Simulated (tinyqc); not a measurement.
Q-state Potts model on a small periodic square lattice: enumeration, Metropolis, heat-bath and Wolff steps: one step, computed by the program tinyqc.

E = -J x (number of nearest-neighbour bonds with equal states); n x n sites with periodic edges have 2 n^2 bonds. Order parameter m = (q f - 1)/(q - 1), f being the largest share of one state. Sites are numbered row by row from 0. Here q = 3 and n = 3.

Problem. Exact averages. All q^(n^2) states are counted by their number b of equal bonds; weights g(b) exp(K b), K = J/(k_B T). Per site: u = -J <b>/n^2, c/k_B = K^2 (<b^2> - <b>^2)/n^2. ln Z = ln sum g(b) exp(K b); entropy per site s/k_B = (ln Z - K <b>)/n^2.

Inputs (values chosen for the exercise, for a model of domains or grain orientations): coupling J = 59 meV; temperature T = 1090 K.

States by number of equal bonds:

| b | g(b) | probability |
|---|---|---|
| 0 | 12 | 4.719135e-06 |
| 2 | 540 | 7.458743e-04 |
| 3 | 936 | 2.422942e-03 |
| 4 | 3240 | 1.571837e-02 |
| 5 | 3996 | 3.633150e-02 |
| 6 | 3348 | 5.704777e-02 |
| 7 | 3240 | 1.034650e-01 |
| 8 | 2592 | 1.551239e-01 |
| 9 | 660 | 7.402580e-02 |
| 10 | 810 | 1.702627e-01 |
| 11 | 108 | 4.254550e-02 |
| 12 | 144 | 1.063133e-01 |
| 14 | 54 | 1.400263e-01 |
| 18 | 3 | 9.596623e-02 |

K = 0.6281345

Give: <b>; energy u; heat capacity c; entropy s.

Solution.

<b> = 10.36

energy u = -67.92 meV/site

heat capacity c = 0.5655 k_B/site

entropy s = 0.9156 k_B/site
